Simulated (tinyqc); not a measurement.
Worked calculation: plane-wave Kohn-Sham cycle with exchange-only LDA in a layered model solid. One step of it, computed by the program tinyqc.

Question. Iteration 1: Hamiltonian at one k. H(m,m') = (k + G_m)^2/2 delta + V(G_m - G_m'), with V(-G) = V(G).

A solid whose potential varies along x alone (atomic units):
```
parameter                      value
period a                   10.000000
cross-section of the cell  26.000000
electrons per cell                 4
grid points                       16
plane waves -n..n, n               3
k points                           3
V1 in V1 cos(2 pi x/a)     -0.120000
```

V(G_m), m = 0, 1, 2, ... (hartree): [-0.244917, -0.060000, 0.000000, 0.000000, 0.000000, 0.000000, 0.000000]

k = 0.000000 2 pi / a

Give: H.

Answer.

H (hartree), order -3, -2, -1, +0, +1, +2, +3:
```
[[1.5316, -0.0600, 0.0000, 0.0000, 0.0000, 0.0000, 0.0000],
 [-0.0600, 0.5447, -0.0600, 0.0000, 0.0000, 0.0000, 0.0000],
 [0.0000, -0.0600, -0.0475, -0.0600, 0.0000, 0.0000, 0.0000],
 [0.0000, 0.0000, -0.0600, -0.2449, -0.0600, 0.0000, 0.0000],
 [0.0000, 0.0000, 0.0000, -0.0600, -0.0475, -0.0600, 0.0000],
 [0.0000, 0.0000, 0.0000, 0.0000, -0.0600, 0.5447, -0.0600],
 [0.0000, 0.0000, 0.0000, 0.0000, 0.0000, -0.0600, 1.5316]]
```
